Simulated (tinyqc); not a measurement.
Worked calculation: power iteration on a symmetric matrix. Computed by tinyqc, a small Python program that keeps every step. Settings: method = power, shift = 0.19. Command: `OMP_NUM_THREADS=1 python tinyqc.py 23087 23088 out.jsonl` (the two numbers bound the seeds that draw the settings). One thread of a shared host (Intel(R) Xeon(R) Processor @ 2.60GHz), about 0.01 s of CPU time with the checks.

## Step 1

A:
```
,1,2,3,4
1,0.270000,-0.550000,0.398000,-0.241000
2,-0.550000,1.345000,-0.379000,0.514000
3,0.398000,-0.379000,2.505000,-0.139000
4,-0.241000,0.514000,-0.139000,2.943000
```

vector v at the start: 0.500000  0.500000  0.500000  0.500000

shift = 0.190000

w = (A - shift) v; v' = w/|w| with its largest component positive (the first on a tie); lambda = v'^T A v'.

vector after step 1: -0.084262  0.199213  0.590909  0.777200

Rayleigh quotient after step 1 = 2.660323

## Step 2

As before.

vector after step 2: -0.027292  0.180255  0.459007  0.869526

Rayleigh quotient after step 2 = 2.791139

## Step 3

As before.

vector after step 3: -0.048775  0.188785  0.328184  0.924271

Rayleigh quotient after step 3 = 2.899715

## Course of the iteration

Stop when the residual |A v - lambda v| is below 1e-9.

Steps:
```
step,lambda,residual
1,2.66032331,4.29e-01
2,2.79113895,3.77e-01
3,2.89971539,3.80e-01
4,3.00386381,3.65e-01
5,3.09373607,3.28e-01
6,3.16226690,2.78e-01
7,3.20954091,2.26e-01
8,3.23992005,1.79e-01
9,3.25856016,1.39e-01
10,3.26967448,1.07e-01
11,3.27618861,8.14e-02
12,3.27996817,6.19e-02
13,3.28214826,4.70e-02
14,3.28340150,3.56e-02
15,3.28412052,2.69e-02
16,3.28453259,2.04e-02
17,3.28476859,1.54e-02
18,3.28490371,1.17e-02
19,3.28498104,8.83e-03
20,3.28502531,6.68e-03
21,3.28505064,5.05e-03
22,3.28506513,3.82e-03
23,3.28507343,2.89e-03
24,3.28507818,2.19e-03
25,3.28508089,1.65e-03
26,3.28508245,1.25e-03
27,3.28508334,9.47e-04
28,3.28508384,7.16e-04
29,3.28508414,5.42e-04
30,3.28508430,4.10e-04
```

all eigenvalues, for comparison: 0.017428  1.229179  2.531308  3.285085

Not converged in 30 steps: the residual falls only by the ratio of the two largest distances of eigenvalues from the shift, 0.76 a step.
